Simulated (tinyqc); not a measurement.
# Worked calculation: MOS inversion layer, Poisson-Schroedinger loop

Numbers from tinyqc (`OMP_NUM_THREADS=1 python tinyqc.py 2160068 2160069 out.jsonl`; about 0.4 s on one thread of a shared Intel Xeon 2.30GHz). Printed values are rounded.

Electrons confined at an insulator interface at z = 0, treated as a hard wall; parabolic valleys, Hartree approximation, no image or exchange terms. The depletion charge lies far deeper than the electrons and gives a uniform field q Nd/(eps0 eps_r); the gate balances all charge. Energies are counted from the band edge at the interface.

Parameters, values chosen for the exercise; masses and permittivity close to those of gallium nitride: temperature T = 300 K; relative permittivity eps_r = 9.44; mass along z of valley set A (1 valley(s)) mz1 = 0.2 m0; in-plane density-of-states mass of set A md1 = 0.203 m0; sheet density of electrons Ns = 2.6e12 cm^-2; sheet density of depletion charge Nd = 1.5e12 cm^-2; mesh step hz = 0.81 nm; mixing factor a = 1.

Constants: q = 1.602176634e-19 C, kB = 1.380649e-23 J/K, hbar = 1.054571817e-34 J s, m0 = 9.1093837015e-31 kg, Vt = kB T/q, eps0 = 8.8541878128e-14 F/cm where lengths are in cm, hbar^2/(2 m0) = 0.0380998212 eV nm^2. Results are converted to the units shown.

## Fixed part of the potential

```
node,z (nm)
1,0.81
2,1.62
3,2.43
4,3.24
5,4.05
6,4.86
7,5.67
8,6.48
9,7.29
10,8.1
11,8.91
12,9.72
13,10.53
14,11.34
15,12.15
```

V0 = q Nd z/(eps0 eps_r) in eV.

```
node,fixed potential V0 (eV)
1,0.023290
2,0.046580
3,0.069869
4,0.093159
5,0.116449
6,0.139739
7,0.163029
8,0.186318
9,0.209608
10,0.232898
11,0.256188
12,0.279478
13,0.302768
14,0.326057
15,0.349347
```

## Round 1: levels and probability densities

```
node,self-consistent potential U at the start (eV)
1,0
2,0
3,0
4,0
5,0
6,0
7,0
8,0
9,0
10,0
11,0
12,0
13,0
14,0
15,0
```

Tridiagonal Hamiltonian with psi = 0 one step beyond both ends: H_ii = C (1/m_(i-1/2) + 1/m_(i+1/2))/hz^2 + V0_i + U_i, H_(i,i+1) = -C/(m_(i+1/2) hz^2), C = hbar^2/(2 m0). The lowest 2 level(s) are kept, normalised to hz sum |psi|^2 = 1. The mass is the same on all intervals.

levels (eV): A1 0.125348, A2 0.217905

```
node,|psi|^2 of A1 (1/nm),|psi|^2 of A2 (1/nm)
1,0.091799,0.086415
2,0.249468,0.152796
3,0.314109,0.066135
4,0.264560,0.000059
5,0.169111,0.072477
6,0.087324,0.190697
7,0.037802,0.236780
8,0.014061,0.197619
9,0.004575,0.125406
10,0.001319,0.064309
11,0.000341,0.027606
12,0.000079,0.010124
13,0.000017,0.003183
14,0.000003,0.000825
15,0.000000,0.000137
```

## Round 1: Fermi level and occupations

Level k holds N_k = D_k Vt ln(1 + exp((EF - E_k)/Vt)) with D = md1 m0 q/(pi hbar^2) per eV (spin included); EF is fixed by sum N_k = Ns.

EF = 0.144448 eV
N_k (cm^-2): A1 2.47569e12, A2 1.24307e11

## Round 1: density, output potential and mixing

n_i = sum_k N_k |psi_k|^2 (converted to cm^-3). Hartree part by Gauss: on the interval before node i the electrons still beyond are S_i = Ns - hz sum_(j<i) n_j, and U_i = U_(i-1) + q S_i hz/(eps0 eps_r) in eV, U_0 = 0 at the interface. Mixing: U(new) = U + a (U(out) - U).

```
node,n (1e18 cm^-3),U(out) (eV),U after round 1 (eV)
1,2.38007,0.040369,0.040369
2,6.36601,0.077745,0.077745
3,7.85860,0.107114,0.107114
4,6.54976,0.126600,0.126600
5,4.27677,0.137849,0.137849
6,2.39892,0.143719,0.143719
7,1.23019,0.146572,0.146572
8,0.59377,0.147878,0.147878
9,0.26914,0.148438,0.148438
10,0.11259,0.148658,0.148658
11,0.04275,0.148738,0.148738
12,0.01455,0.148763,0.148763
13,0.00437,0.148770,0.148770
14,0.00110,0.148772,0.148772
15,0.00018,0.148772,0.148772
```

## Course of the self-consistent loop

Start from U = 0. Stop when the largest |U(out) - U| is below 1e-7 eV, or after 120 rounds.

Course of the iteration:
```
round,level A1 (eV),EF (eV),largest |U(out) - U| (eV)
1,0.125348,0.144448,0.149
2,0.227444,0.247848,0.0313
3,0.217530,0.237425,9.00e-3
4,0.220512,0.240574,2.84e-3
5,0.219614,0.239624,8.69e-4
6,0.219890,0.239916,2.68e-4
7,0.219805,0.239827,8.25e-5
8,0.219831,0.239854,2.54e-5
9,0.219823,0.239846,7.81e-6
10,0.219826,0.239848,2.41e-6
11,0.219825,0.239848,7.40e-7
12,0.219825,0.239848,2.28e-7
13,0.219825,0.239848,7.01e-8
```

Converged in 13 rounds. Towards the end the residual shrinks by a factor of about 0.31 a round.

## Converged levels, occupations and centroid

```
node,converged U (eV)
1,0.040369
2,0.075484
3,0.099457
4,0.112837
5,0.119338
6,0.122246
7,0.123488
8,0.124001
9,0.124203
10,0.124277
11,0.124301
12,0.124309
13,0.124311
14,0.124311
15,0.124311
```

Solve for the levels with V0 + U, find EF, n_i = sum_k N_k |psi_k|^2 (in cm^-3); share of each level N_k/Ns; centroid sum n z/sum n.

levels (eV): A1 0.219825, A2 0.328069
EF = 0.239848 eV
shares (%): A1 97.2660, A2 2.7340

```
node,n (1e18 cm^-3)
1,4.17774
2,8.85904
3,8.42319
4,5.46951
5,2.85753
6,1.32381
7,0.58023
8,0.24731
9,0.10152
10,0.03910
11,0.01380
12,0.00440
13,0.00124
14,0.00030
15,0.00005
```

centroid = 2.49430 nm

An 800-node mesh to 21 nm with 8 levels a set gives A1 = 0.2221 eV, EF = 0.2422 eV and a centroid of 2.542 nm; the levels kept above hold 99.9 % of the electrons there. The coarse centroid is 1.9 % below the fine one.

## Closed-form estimates

Triangular well: E_k = a_k (C F^2/mz)^(1/3), a_1 = 2.338107, a_2 = 4.087949, C = hbar^2/(2 m0), F in eV/nm. Fang-Howard (all electrons in the lowest level of set A): b^3 = 6 (mz1/C) q (Nd + 11 Ns/32)/(eps0 eps_r), centroid 3/b, level C b^2/(4 mz1) + (3/b) q (Nd + 11 Ns/16)/(eps0 eps_r). Use F = q (Nd + Ns)/(eps0 eps_r), the surface field, and F = q (Nd + Ns/2)/(eps0 eps_r).

A1 with the surface field = 0.246837 eV
A1 with Nd + Ns/2 = 0.191423 eV
A2 with Nd + Ns/2 = 0.334684 eV
b = 1.13060 1/nm
Fang-Howard centroid = 2.65346 nm
Fang-Howard level = 0.228089 eV

Against the self-consistent A1 = 0.2221 eV on a fine mesh, the surface-field estimate is 11 % above it, the half-charge one 14 % below it and Fang-Howard 2.7 % above it. A1 holds 97.5 % of the electrons, and the Fang-Howard centroid is 4.4 % above the full one.
